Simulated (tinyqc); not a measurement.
Hubbard chain of 2 sites, step by step. Computed by tinyqc, a small Python program that keeps every step. Settings: hopping = 1.98, U = 6.0, mixing = 0.2, iteration cap = 80. Command: `OMP_NUM_THREADS=1 python tinyqc.py 21411 21412 out.jsonl` (the two numbers bound the seeds that draw the settings). One thread of a shared host (Intel(R) Xeon(R) Processor @ 2.60GHz), about 0.2 s of CPU time with the checks. Later iterations appear only in the table of the cycle.

## Mean-field iteration 1

one-body matrix (hopping and site energies) (eV), order 1, 2:
```
[[0.00000, -1.98000],
 [-1.98000, 0.00000]]
```

U = 6.00000 eV

electrons, up and down: [1, 1]

mixing = 0.20000

n(up) at the start (a guess, not normalised): [0.95000, 0.05000]

n(down) at the start (a guess): [0.05000, 0.95000]

H(up) = T + U n(down), H(down) = T + U n(up); fill the lowest levels; n(new) = n + mixing (n(out) - n); E = tr T (rho up + rho down) + U sum n_up n_down of the output.

levels, up (eV): [-0.34819, 6.34819]

levels, down (eV): [-0.34819, 6.34819]

energy = -1.29267 eV

n(up) after iteration 1: [0.94064, 0.05936]

n(down) after iteration 1: [0.05936, 0.94064]

## Mean-field iteration 2

As before.

levels, up (eV): [-0.30308, 6.30308]

levels, down (eV): [-0.30308, 6.30308]

energy = -1.29580 eV

n(up) after iteration 2: [0.93255, 0.06745]

n(down) after iteration 2: [0.06745, 0.93255]

## Convergence

Each step fills the lowest levels of T + U n(other spin) and sets n(new) = n + mixing (n(out) - n); stop when output and input agree to 1e-8.

Course of the cycle:
```
iteration      E (eV)  largest |n(out) - n(in)|  mean |n_up - n_down|
1          -1.2926672                  4.68e-02               0.80640
2          -1.2957980                  4.04e-02               0.80042
3          -1.2982289                  3.50e-02               0.79505
4          -1.3001176                  3.04e-02               0.79023
5          -1.3015861                  2.65e-02               0.78593
6          -1.3027289                  2.31e-02               0.78209
7          -1.3036189                  2.02e-02               0.77867
8          -1.3043127                  1.77e-02               0.77562
9          -1.3048540                  1.55e-02               0.77290
10         -1.3052766                  1.36e-02               0.77048
11         -1.3056067                  1.20e-02               0.76833
...               ...                       ...                   ...
70         -1.3068000                  9.49e-06               0.75128
71         -1.3068000                  8.42e-06               0.75128
72         -1.3068000                  7.47e-06               0.75128
73         -1.3068000                  6.63e-06               0.75128
74         -1.3068000                  5.88e-06               0.75127
75         -1.3068000                  5.22e-06               0.75127
76         -1.3068000                  4.63e-06               0.75127
77         -1.3068000                  4.11e-06               0.75127
78         -1.3068000                  3.64e-06               0.75127
79         -1.3068000                  3.23e-06               0.75127
80         -1.3068000                  2.87e-06               0.75127
```

Not converged within 80 iterations: the residual falls steadily but slowly, by a factor of about 0.89 a step. The lowest mean-field energy found from random starts is -1.30680 eV. Reruns (cap 100 unless said): mixing 0.5: converged in 47 (E = -1.30680); mixing 0.9: converged in 23 (E = -1.30680); the original settings with a cap of 400: converged in 128 (E = -1.30680).

## The many-body Hamiltonian

Basis: all placements (u, d, 2, 0 on each site), up operators ordered before down ones; hops carry the sign of the same-spin electrons passed.

H (eV), order 20, ud, du, 02:
```
[[6.00000, -1.98000, -1.98000, 0.00000],
 [-1.98000, 0.00000, 0.00000, -1.98000],
 [-1.98000, 0.00000, 0.00000, -1.98000],
 [0.00000, -1.98000, -1.98000, 6.00000]]
```

## Exact diagonalisation (4 states)

Lowest levels of the sector, and the double occupancy of the lowest state.

lowest levels (eV): [-1.96806, 0.00000, 6.00000, 7.96806]

double occupancy per site = 0.09904
